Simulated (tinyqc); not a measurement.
Carrier lifetime of an n-type layer with SRH, radiative, Auger and surface recombination: one step of the calculation.

Uniform excess density dn = dp (no trapping), n = n0 + dn, p = p0 + dn, Boltzmann statistics, full ionisation. Surfaces enter as a rate 2 S dn/d, which holds while diffusion to them is fast.

Question. New dn. With e = n p - ni^2 = dn (n0 + p0 + dn): U_SRH = e/(tp0 (n + n1) + tn0 (p + p1)), U_rad = B e, U_Aug = (Cn n + Cp p) e, U_s = 2 S dn/d. Newton step on ln U(ln dn) = ln G, U the sum: k = d ln U/d ln dn (central difference over factors 1.0001), dn(new) = dn (G/U)^(1/k).

Values chosen for this exercise; band and dielectric values close to those of silicon: radiative coefficient B = 4.67e-15 cm^3/s; Auger coefficient (two electrons) Cn = 1.8e-31 cm^6/s; Auger coefficient (two holes) Cp = 6.3e-32 cm^6/s; surface recombination velocity (both faces) S = 200 cm/s; sample thickness d = 5 um; generation rate G = 3.3e20 cm^-3 s^-1.

dn at the start = 1e15 cm^-3
n0 = 4.2e16 cm^-3
p0 = 0.10336215 cm^-3
n1 = 1.6172135e5 cm^-3
p1 = 2.6843768e10 cm^-3
tn0 = 1.6534392e-5 s
tp0 = 1.8896447e-6 s

Give: U_SRH; U_rad; U_Aug; U_s; k; dn after iteration 1.

Answer.

U_SRH = 4.397e20 cm^-3 s^-1
U_rad = 2.008e17 cm^-3 s^-1
U_Aug = 3.355e17 cm^-3 s^-1
U_s = 8.000e20 cm^-3 s^-1
k = 0.9415
dn after iteration 1 = 2.450e14 cm^-3

Computed by the program tinyqc: `OMP_NUM_THREADS=1 python tinyqc.py 2300130 2300131 out.jsonl`, one thread of a shared Intel Xeon 2.30GHz, about 0.01 s for the whole run.
